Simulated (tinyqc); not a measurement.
Deep-level transient spectroscopy: amplitude against reverse bias.

Schottky contact on an n-type layer with shallow donors Nd (all ionised) and a donor-like deep trap, neutral when filled and positive when empty; depletion approximation. Traps within lam of the depletion edge stay filled. A long pulse to Vp fills the traps beyond x1 = Wp - lam; back at Vr those between x1 and x2 = Wr - lam emit. A rate window reads S = C(t2) - C(t1).

lam = sqrt(2 eps0 eps_r (EF - ET)/(q Nd)), EF - ET = Et - (kB T/q) ln(Nc(T)/Nd), Nc(T) = Nc (T/300 K)^1.5. In the steady state at the band bending V, 2 eps0 eps_r V/q = Nd W^2 + Nt (W - lam)^2 (the second term only if W > lam). W(t)^2 = Wr^2 + (Nt/Nd)(x2^2 - x1^2) exp(-en t), C = eps0 eps_r/W; for small Nt, dC/C = -(Nt/2 Nd) G exp(-en t) with G = (x2^2 - x1^2)/Wr^2. Listed at t = 0.

Parameters, values chosen for the exercise; material values close to those of 4H silicon carbide:
- eps_r = 9.54 (relative permittivity)
- Nc = 1.67e19 cm^-3 (conduction-band density of states at 300 K)
- Nd = 1.3e15 cm^-3 (shallow donor density)
- Vbi = 1.01 V (built-in voltage)
- Et = 0.34 eV (depth of the trap below the conduction edge)
- Nt = 6.2e13 cm^-3 (trap density)
- Vp = 0.5 V (reverse bias during the filling pulse)
- T = 226 K (temperature of the transient)

Constants: q = 1.602176634e-19 C, kB = 1.380649e-23 J/K, eps0 = 8.8541878128e-14 F/cm where lengths are in cm. Results are converted to the units shown.

Amplitude against reverse bias:
```
Vr (V),Wr (nm),G,dC(0)/C (%),2 Nd |dC|/C (cm^-3)
1,1262,0.1703,-0.4036,1.049e13
2.6,1687,0.4267,-1.002,2.606e13
4.3,2043,0.5469,-1.279,3.326e13
5.9,2328,0.6128,-1.430,3.718e13
7.6,2597,0.6598,-1.537,3.997e13
9.2,2827,0.6919,-1.610,4.186e13
10.9,3052,0.7180,-1.669,4.340e13
12.5,3250,0.7376,-1.714,4.456e13
```

G rises from 0.170 to 0.738, since lam = 365 nm and x1 weigh less in a wider layer. The simple estimate 2 Nd |dC|/C reaches 16.9 % of the true Nt in the first row and 71.9 % in the last.

Computed by the program tinyqc: `OMP_NUM_THREADS=1 python tinyqc.py 2050157 2050158 out.jsonl`, one thread of a shared Intel Xeon 2.30GHz, about 0.01 s for the whole run.
